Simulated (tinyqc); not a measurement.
Plane-wave Kohn-Sham cycle with exchange-only LDA in a layered model solid, step by step. One step of it, computed by the program tinyqc.

Problem. Iteration 1: Hamiltonian at one k. H(m,m') = (k + G_m)^2/2 delta + V(G_m - G_m'), with V(-G) = V(G).

A solid whose potential varies along x alone (atomic units):
```
parameter,value
period a,17.400000
cross-section of the cell,35.000000
electrons per cell,4
grid points,16
"plane waves -n..n, n",3
k points,3
V1 in V1 cos(2 pi x/a),-0.530000
```

V(G_m), m = 0, 1, 2, ... (hartree): -0.184419  -0.265000  0.000000  0.000000  0.000000  0.000000  0.000000

k = 0.000000 2 pi / a

Give: H.

Solution.

H (hartree), lower triangle:
```
,-3,-2,-1,+0,+1,+2,+3
-3,0.4024
-2,-0.2650,0.0764
-1,0.0000,-0.2650,-0.1192
+0,0.0000,0.0000,-0.2650,-0.1844
+1,0.0000,0.0000,0.0000,-0.2650,-0.1192
+2,0.0000,0.0000,0.0000,0.0000,-0.2650,0.0764
+3,0.0000,0.0000,0.0000,0.0000,0.0000,-0.2650,0.4024
```
